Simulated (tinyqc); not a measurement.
# Electron mobility in a silicon inversion layer, empirical terms and Matthiessen rule: two studies

Inversion layer of sheet density Ns on a uniformly doped body, under a high-permittivity gate with an interlayer. The mobility terms are empirical power laws with prefactors chosen for the exercise; adding their inverses (Matthiessen) is itself an approximation.

Values chosen for this exercise; material values close to those of silicon: temperature T = 325 K; band gap Eg = 1.12 eV; relative permittivity of the semiconductor eps_r = 11.9; conduction-band density of states at T Nc = 3.16e19 cm^-3; valence-band density of states at T Nv = 2.98e19 cm^-3; body doping Nb = 2e18 cm^-3; reverse body bias Vsb = 0.3 V; weight of the inversion charge in the effective field eta = 0.5; phonon-limited mobility at 1 MV/cm and 300 K Ap = 439 cm^2/(V s); roughness-limited mobility at 1 MV/cm As = 1030 cm^2/(V s); exponent of the roughness term gs = 2; Coulomb prefactor Ac = 2700 cm^2/(V s); charge at the interface Nit = 8.6e11 cm^-2; remote-phonon mobility without interlayer Ar = 290 cm^2/(V s); interlayer thickness ti = 1.3 nm; decay length of remote phonons lr = 0.5 nm; inversion density Ns = 1.5e12 cm^-2.

Constants: q = 1.602176634e-19 C, kB = 1.380649e-23 J/K, Vt = kB T/q, eps0 = 8.8541878128e-14 F/cm where lengths are in cm. Results are converted to the units shown.

Each table varies one quantity; the others keep the values above.

## Effect of the charge at the interface

ni = sqrt(Nc Nv) exp(-Eg/(2 Vt)), Eg in volts; Ndep = sqrt(2 eps0 eps_r Nb (2 Vt ln(Nb/ni) + Vsb)/q); E = q (Ndep + eta Ns)/(eps0 eps_r), in MV/cm. With t = T/(300 K): muC = Ac (Ns/1e12 cm^-2) t/(Nb/1e17 cm^-3 + Nit/1e11 cm^-2), muP = Ap E^(-1/3) t^(-1.75), muS = As E^(-gs), muR = Ar exp(2 ti/lr)/t; 1/mu is the sum of the inverses.

The same in every row: E (MV/cm) = 0.99192; muP (cm^2/(V s)) = 382.65; muS (cm^2/(V s)) = 1046.8; muR (cm^2/(V s)) = 48525.

Effect of the charge at the interface:
```
Nit (cm^-2)  muC (cm^2/(V s))  mu (cm^2/(V s))
1e10                   218.28           122.39
3.2e10                 215.92           121.65
1e11                   208.93           119.40
3.2e11                 189.12           112.65
1e12                   146.25           95.907
3.2e12                 84.375           64.762
1e13                   36.562           32.321
```

As Nit goes from 1e10 to 1e13 cm^-2, E stays at 0.992 MV/cm and mu falls from 122 to 32.3 cm^2/(V s). The Coulomb term is the smallest in the first and the last row.

## Effect of the reverse body bias

Same model as above.

The same in every row: muC (cm^2/(V s)) = 153.4; muR (cm^2/(V s)) = 4.853e4.

Effect of the reverse body bias:
```
Vsb (V)  E (MV/cm)  muP (cm^2/(V s))  muS (cm^2/(V s))  mu (cm^2/(V s))
0           0.8810             398.1              1327            102.0
0.4          1.026             378.4             978.6            98.00
0.8          1.151             364.2             777.8            94.60
1.2          1.262             353.1             646.6            91.60
1.6          1.364             344.1             553.9            88.89
2            1.457             336.6             484.9            86.41
2.4          1.545             330.1             431.4            84.13
```

As Vsb goes from 0 to 2.4 V, E rises from 0.881 to 1.55 MV/cm and mu falls from 102 to 84.1 cm^2/(V s). The Coulomb term is the smallest in the first and the last row. At Vsb = 2.4 V E passes 1.5 MV/cm, beyond the usual range of such laws.

Program tinyqc, `OMP_NUM_THREADS=1 python tinyqc.py 2510059 2510060 out.jsonl`; Intel Xeon 2.30GHz, shared host, one thread, about 0.01 s.
